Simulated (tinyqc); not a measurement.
Inside a calculation. Method: Hueckel theory of the pi electrons, for the molecule C1=CC2=CC=CC2=C1 (SMILES; centres numbered as the heavy atoms are written). One step of it, computed by the program tinyqc.

Question. Orbitals. Diagonalise; E = alpha + x beta with beta < 0, so the largest x are filled first; degenerate levels share their electrons. P = sum n_i c_ri c_si; each orbital has its largest coefficient positive (the first on a tie).

Hueckel matrix in units of beta (H = alpha + beta A), lower triangle:
```
          1C        2C        3C        4C        5C        6C        7C        8C
1C  0.000000
2C  1.000000  0.000000
3C  0.000000  1.000000  0.000000
4C  0.000000  0.000000  1.000000  0.000000
5C  0.000000  0.000000  0.000000  1.000000  0.000000
6C  0.000000  0.000000  0.000000  0.000000  1.000000  0.000000
7C  0.000000  0.000000  1.000000  0.000000  0.000000  1.000000  0.000000
8C  1.000000  0.000000  0.000000  0.000000  0.000000  0.000000  1.000000  0.000000
```

pi electrons, sum of z_r less the charge = 8

Give: x values; occupations; coefficients; charge and bond-order matrix P.

Answer.

x values: 2.3429  1.4142  1.0000  0.4707  0.0000  -1.4142  -1.8136  -2.0000

occupations: 2.0000  2.0000  2.0000  2.0000  0.0000  0.0000  0.0000  0.0000

coefficients:
```
       MO1      MO2      MO3      MO4      MO5      MO6      MO7      MO8
1C  0.2714   0.5000   0.0000   0.5128   0.0000   0.5000   0.4042   0.0000
2C  0.3179   0.3536   0.4082   0.1207   0.5000  -0.3536  -0.3665  -0.2887
3C  0.4735   0.0000   0.4082  -0.4560   0.0000   0.0000   0.2606   0.5774
4C  0.3179  -0.3536   0.4082   0.1207  -0.5000   0.3536  -0.3665  -0.2887
5C  0.2714  -0.5000   0.0000   0.5128   0.0000  -0.5000   0.4042   0.0000
6C  0.3179  -0.3536  -0.4082   0.1207   0.5000   0.3536  -0.3665   0.2887
7C  0.4735   0.0000  -0.4082  -0.4560   0.0000   0.0000   0.2606  -0.5774
8C  0.3179   0.3536  -0.4082   0.1207  -0.5000  -0.3536  -0.3665   0.2887
```

charge and bond-order matrix P, lower triangle:
```
         1C       2C       3C       4C       5C      6C      7C      8C
1C   1.1732
2C   0.6499   0.8146
3C  -0.2106   0.5243   1.1976
4C  -0.0572   0.3146   0.5243   0.8146
5C   0.1732  -0.0572  -0.2106   0.6499   1.1732
6C  -0.0572  -0.3520  -0.1423   0.1480   0.6499  0.8146
7C  -0.2106  -0.1423   0.5309  -0.1423  -0.2106  0.5243  1.1976
8C   0.6499   0.1480  -0.1423  -0.3520  -0.0572  0.3146  0.5243  0.8146
```
